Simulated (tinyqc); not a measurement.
MP2 on RHF in the 6-31g basis, for H2, spin multiplicity 1, step by step. Computed by tinyqc, a small Python program that keeps every step (integrals from PySCF). Settings: charge = 0, multiplicity = 1, basis = 6-31g, method = RHF, energy threshold = 1e-10, iteration cap = 76, orthogonalisation = symmetric, start = Wolfsberg-Helmholz matrix, DIIS depth = 6. Command: `OMP_NUM_THREADS=1 python tinyqc.py 24271 24272 out.jsonl` (the two numbers bound the seeds that draw the settings). One thread of a shared host (Intel(R) Xeon(R) Processor @ 2.60GHz), about 0.08 s of CPU time with the checks. The early iterations of the SCF are left out here.

## One-electron integrals

Geometry (angstrom):
```
atom         x         y         z
H     0.000000  0.000000  0.000000
H     0.000000  0.000000  0.647000
```

Basis 6-31g: exponents (1/bohr^2) and contraction coefficients of normalised primitives:
```
element  l (shell)   exponent  coefficient
H            s (1)  18.731137     0.033495
H            s (1)   2.825394     0.234727
H            s (1)   0.640122     0.813757
H            s (2)   0.161278     1.000000
```

Overlap, kinetic and nuclear-attraction integrals over the contracted functions; the nuclear repulsion is the sum of Za Zb / Rab.

nuclear repulsion = 0.81789368 hartree

overlap S, lower triangle:
```
          1H 1s     1H 2s     2H 1s     2H 2s
1H 1s  1.000000
1H 2s  0.658292  1.000000
2H 1s  0.541624  0.540831  1.000000
2H 2s  0.540831  0.886437  0.658292  1.000000
```

kinetic energy T (hartree), lower triangle:
```
          1H 1s     1H 2s     2H 1s     2H 2s
1H 1s  1.395678
1H 2s  0.259735  0.241917
2H 1s  0.347709  0.185228  1.395678
2H 2s  0.185228  0.197210  0.259735  0.241917
```

nuclear attraction V (hartree), lower triangle:
```
           1H 1s      1H 2s      2H 1s      2H 2s
1H 1s  -2.443543
1H 2s  -1.222425  -1.192038
2H 1s  -1.307517  -1.036892  -2.443543
2H 2s  -1.036892  -1.092101  -1.222425  -1.192038
```

core Hamiltonian H = T + V (hartree), lower triangle:
```
           1H 1s      1H 2s      2H 1s      2H 2s
1H 1s  -1.047864
1H 2s  -0.962690  -0.950122
2H 1s  -0.959808  -0.851664  -1.047864
2H 2s  -0.851664  -0.894890  -0.962690  -0.950122
```

## Two-electron integrals

Functions are numbered as in S; the eight-fold symmetry (ij|kl) = (ji|kl) = (kl|ij) leaves the list below.

Two-electron integrals (ij|kl) in chemists' order, unique and non-zero (hartree):
```
(11|11) 1.076566   (21|11) 0.578470   (21|21) 0.329423   (22|11) 0.587396
(22|21) 0.361304   (22|22) 0.453150   (31|11) 0.502248   (31|21) 0.283087
(31|22) 0.304512   (31|31) 0.287997   (32|11) 0.387874   (32|21) 0.232450
(32|22) 0.274637   (32|31) 0.241124   (32|32) 0.221528   (33|11) 0.723878
(33|21) 0.437215   (33|22) 0.516657   (33|31) 0.502248   (33|32) 0.469901
(33|33) 1.076566   (41|11) 0.469901   (41|21) 0.268298   (41|22) 0.295483
(41|31) 0.241124   (41|32) 0.201116   (41|33) 0.387874   (41|41) 0.221528
(42|11) 0.503573   (42|21) 0.311037   (42|22) 0.393763   (42|31) 0.278793
(42|32) 0.259761   (42|33) 0.503573   (42|41) 0.259761   (42|42) 0.356072
(43|11) 0.437215   (43|21) 0.265980   (43|22) 0.322731   (43|31) 0.283087
(43|32) 0.268298   (43|33) 0.578470   (43|41) 0.232450   (43|42) 0.311037
(43|43) 0.329423   (44|11) 0.516657   (44|21) 0.322731   (44|22) 0.419223
(44|31) 0.304512   (44|32) 0.295483   (44|33) 0.587396   (44|41) 0.274637
(44|42) 0.393763   (44|43) 0.361304   (44|44) 0.453150
```

## Orthogonalisation

S = U s U^T; symmetric (Loewdin) form X = U s^(-1/2) U^T, so that X^T S X = 1.

eigenvalues of S: 0.077352  0.494587  0.502577  2.925484

X, lower triangle:
```
           1H 1s      1H 2s      2H 1s     2H 2s
1H 1s   1.333482
1H 2s  -0.510339   2.172869
2H 1s  -0.277091   0.101580   1.333482
2H 2s   0.101580  -1.234019  -0.510339  2.172869
```

## Iteration 4 (converged): orbitals

converged F (hartree), lower triangle:
```
           1H 1s      1H 2s      2H 1s      2H 2s
1H 1s  -0.106615
1H 2s  -0.539145  -0.341026
2H 1s  -0.612763  -0.549771  -0.106615
2H 2s  -0.549771  -0.371926  -0.539145  -0.341026
```

Diagonalise F' = X^T F X, C = X C', fill 1 alpha and 1 beta electrons from the bottom; D = 2 C_occ C_occ^T. Each column has its largest component positive (the first on a tie).

F' = X^T F X (hartree), lower triangle:
```
           1          2          3         4
1   0.661017
2  -0.589322   0.295516
3  -0.642529  -0.088357   0.661017
4  -0.088357  -0.208364  -0.589322  0.295516
```

orbital energies (hartree): MO1 -0.625727, MO2 0.262751, MO3 0.731368, MO4 1.544675

coefficients C:
```
            MO1        MO2        MO3        MO4
1H 1s  0.342250   0.104043   0.724146  -1.213825
1H 2s  0.247909   1.983013  -0.680296   1.434688
2H 1s  0.342250  -0.104043   0.724146   1.213825
2H 2s  0.247909  -1.983013  -0.680296  -1.434688
```

D after iteration 4, lower triangle:
```
          1H 1s     1H 2s     2H 1s     2H 2s
1H 1s  0.234271
1H 2s  0.169694  0.122917
2H 1s  0.234271  0.169694  0.234271
2H 2s  0.169694  0.122917  0.169694  0.122917
```

## Convergence

Stop when the energy changes by less than 1e-10 hartree and every element of the error matrix X^T (F D S - S D F) X is below 3e-06.

Course of the cycle:
```
iteration  E (hartree)     change  largest element of the error matrix
1          -1.11940897          -                             2.76e-02
2          -1.12069613  -1.29e-03                             4.04e-03
3          -1.12072426  -2.81e-05                             6.38e-06
4          -1.12072426  -5.82e-11                             2.67e-06
```

PySCF RHF in the same basis = -1.12072426 hartree

Converged in 4 iterations.

## Integrals over molecular orbitals

(pq|rs) = sum C_ip C_jq C_kr C_ls (ij|kl), one index at a time.

one-electron integrals over orbitals h = C^T H C (hartree), lower triangle:
```
           1          2          3         4
1  -1.312891
2   0.000000  -0.527910
3  -0.179387   0.000000  -0.238103
4   0.000000   0.209316   0.000000  0.286544
```

Two-electron integrals over orbitals (pq|rs), unique and non-zero (hartree):
```
(11|11) 0.687165    (21|21) 0.069884    (22|11) 0.430273    (22|22) 0.381298
(31|11) 0.179387    (31|22) 0.043335    (31|31) 0.113671    (32|21) -0.026328
(32|32) 0.039135    (33|11) 0.541571    (33|22) 0.375418    (33|31) 0.118619
(33|33) 0.459992    (41|21) -0.076741   (41|32) -0.011368   (41|41) 0.147382
(42|11) -0.143029   (42|22) -0.048771   (42|31) -0.068216   (42|33) -0.090141
(42|42) 0.060849    (43|21) -0.069782   (43|32) 0.005570    (43|41) 0.118831
(43|43) 0.110352    (44|11) 0.702757    (44|22) 0.438778    (44|31) 0.211557
(44|33) 0.558318    (44|42) -0.165890   (44|44) 0.784227
```

## Second-order Moller-Plesset energy

Hartree-Fock energy = -1.12072426 hartree

E2 = sum_ijab (ia|jb) [2 (ia|jb) - (ib|ja)] / (e_i + e_j - e_a - e_b) over occupied i, j and virtual a, b; the opposite-spin part is (ia|jb)^2 / denominator, the rest is same-spin, and SCS-MP2 scales them by 6/5 and 1/3.

Terms:
```
i  j  a  b    (ia|jb)    (ib|ja)  denominator       term
1  1  4  4   0.147382   0.147382    -4.340804  -0.005004
1  1  3  3   0.113671   0.113671    -2.714191  -0.004761
1  1  2  2   0.069884   0.069884    -1.776957  -0.002748
1  1  2  4  -0.076741  -0.076741    -3.058881  -0.001925
1  1  4  2  -0.076741  -0.076741    -3.058881  -0.001925
```

Pair energies (hartree; pair i-j sums ij and ji):
```
pair  opposite spin  same spin
1-1       -0.016364   0.000000
```

MP2 correlation energy = -0.01636352 hartree

SCS-MP2 correlation energy = -0.01963623 hartree

MP2 total energy = -1.13708779 hartree
